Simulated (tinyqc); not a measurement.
Worked calculation: lattice vibrations of a chain. One step of it, computed by the program tinyqc.

Question. Dynamical matrix at q = 0.08. q is in units of 2 pi/a. A spring k from atom i to atom j, n cells on, adds k to Phi_ii and Phi_jj, -k exp(2 pi i q n) to Phi_ij and the conjugate to Phi_ji (for one atom a cell: 2k (1 - cos 2 pi q n)); D_ij = Phi_ij / sqrt(m_i m_j).

A chain moving along its axis:
```
atom                mass (u)  spring to the next atom (eV/angstrom^2)
1                  56.900000                                22.400000
2                  25.500000                                24.700000
3                  50.600000                                29.500000
second neighbours          -                                 1.400000
```

Give: D(q).

Answer.

D(q) (eV/(angstrom^2 u)):
```
[[0.9613, -0.6203+0.0177i, -0.5079+0.2649i],
 [-0.6203-0.0177i, 1.9569, -0.7218+0.0188i],
 [-0.5079-0.2649i, -0.7218-0.0188i, 1.1265]]
```
